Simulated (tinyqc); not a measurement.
All-pass ring resonator: effect of the propagation loss.

A ring of length L = 2 pi Rr coupled to one bus waveguide: round-trip amplitude a = 10^(-al L/20), self-coupling t = sqrt(1 - k2). At detuning d from the resonance the round-trip phase is p = 2 pi d/FSR and the transmission T = (a^2 - 2 a t cos p + t^2)/(1 - 2 a t cos p + a^2 t^2). Lossless coupler, linear absorption only.

FSR = lam^2/(ng L), finesse F = pi sqrt(a t)/(1 - a t), FWHM = FSR/F, Q = lam/FWHM, Tmin = (a - t)^2/(1 - a t)^2, power build-up k2 a^2/(1 - a t)^2, optical bandwidth c/(lam Q).

Values chosen for this exercise; values close to those of silicon waveguides:
```
symbol   value  unit                    meaning
lam       1310    nm  cold resonance wavelength
Rr          10    um                ring radius
ng        4.26                      group index
k2      0.0036                   power coupling
```

Constants: c = 299792458 m/s. Results are converted to the units shown.

The same in every row: t = 0.9982.

Result of one run:

| al (dB/cm) | a | Q | Tmin | build-up | bandwidth (GHz) |
|---|---|---|---|---|---|
| 28 | 0.9799 | 2.910e4 | 0.6997 | 7.263 | 7.864 |

What becomes of these results when the propagation loss al is changed from 28 to 15 dB/cm, all else the same?

Result of the changed run:

| al (dB/cm) | a | Q | Tmin | build-up | bandwidth (GHz) |
|---|---|---|---|---|---|
| 15 | 0.9892 | 5.073e4 | 0.5112 | 22.28 | 4.511 |

The whole series:

| al (dB/cm) | a | Q | Tmin | build-up | bandwidth (GHz) |
|---|---|---|---|---|---|
| 0.44 | 0.9997 | 3.026e5 | 0.4899 | 801.0 | 0.7564 |
| 0.79 | 0.9994 | 2.703e5 | 0.2691 | 639.2 | 0.8466 |
| 1.4 | 0.9990 | 2.279e5 | 0.07881 | 454.3 | 1.004 |
| 2.6 | 0.9981 | 1.742e5 | 4.430e-4 | 265.2 | 1.313 |
| 4.7 | 0.9966 | 1.234e5 | 0.09416 | 132.8 | 1.855 |
| 8.5 | 0.9939 | 8.072e4 | 0.2986 | 56.68 | 2.835 |
| 15 | 0.9892 | 5.073e4 | 0.5112 | 22.28 | 4.511 |
| 28 | 0.9799 | 2.910e4 | 0.6997 | 7.263 | 7.864 |

As al goes from 0.44 to 28 dB/cm, Q falls from 3.03e5 to 29100, Tmin goes from 0.490 through a minimum of 4.43e-4 (at al = 2.6 dB/cm among the rows listed) to 0.700 and the build-up falls from 801 to 7.26. The ring is overcoupled (t < a) in 3 of the 8 rows; the dip is deepest where t and a cross.

Program tinyqc, `OMP_NUM_THREADS=1 python tinyqc.py 2650123 2650124 out.jsonl`; Intel Xeon 2.30GHz, shared host, one thread, about 0.01 s.
